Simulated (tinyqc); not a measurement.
Haynes-Shockley experiment: drift, diffusion and decay of a minority-carrier pulse: one step, computed by the program tinyqc.

A thin sheet of excess carriers is made at x = 0, t = 0 in a long uniform bar; injection is low, so the pulse moves with the minority mobility.

Question. The signal at the collector. dn(x, t) = N0/sqrt(4 pi D t) exp(-(x - v t)^2/(4 D t) - t/tau). At fixed x the signal peaks where d ln(dn)/dt = 0: a t^2 + t/2 - x^2/(4 D) = 0 with a = v^2/(4 D) + 1/tau. The full width at half maximum is found by solving dn(x, t) = peak/2 on both sides of the peak.

Inputs (values chosen for the exercise, modelled on holes in n-type germanium in a lightly doped bar):
```
quantity                       value         unit
lifetime tau                     150  microsecond
temperature T                    330            K
distance d to the collector     0.93           cm
injected sheet density N0    2.2e+09       1/cm^2
```

drift velocity v = 33660 cm/s

D = 56.30566 cm^2/s

Give: time of the peak t_p; peak density; width at half maximum.

Answer.

time of the peak t_p = 27.56 microsecond

peak density = 1.310e+10 1/cm^3

width at half maximum = 3.894 microsecond
